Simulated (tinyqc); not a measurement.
Length of a molecular wire: coherent transport through a tight-binding bridge. Computed by the program tinyqc. Command: `OMP_NUM_THREADS=1 python tinyqc.py 111487 111488 out.jsonl`; one thread of a shared host (Intel(R) Xeon(R) Processor @ 2.60GHz), about 1 s.

A uniform bridge between two chains:
```
parameter                        value
site energy (eV)              0.800000
hopping in the bridge (eV)    0.870000
lead hopping (eV)             2.240000
couplings (eV)              1.13, 0.93
E (eV)                       -0.360000
```

T = Gamma_L Gamma_R |G_1n|^2 with the self-energies of semi-infinite chains.

Transmission against length:
```
sites           T     ln T
2      5.4037e-01  -0.6155
3      9.7686e-01  -0.0234
4      5.7585e-01  -0.5519
5      4.1579e-01  -0.8776
6      6.4783e-01  -0.4341
7      9.3759e-01  -0.0644
8      4.9164e-01  -0.7100
9      4.3553e-01  -0.8312
10     7.8715e-01  -0.2393
```

E lies inside the band of the bridge (|E - e|/2h = 0.667 < 1): T does not decay but oscillates with length, between 0.416 and 0.977 here, as levels of the bridge pass E.
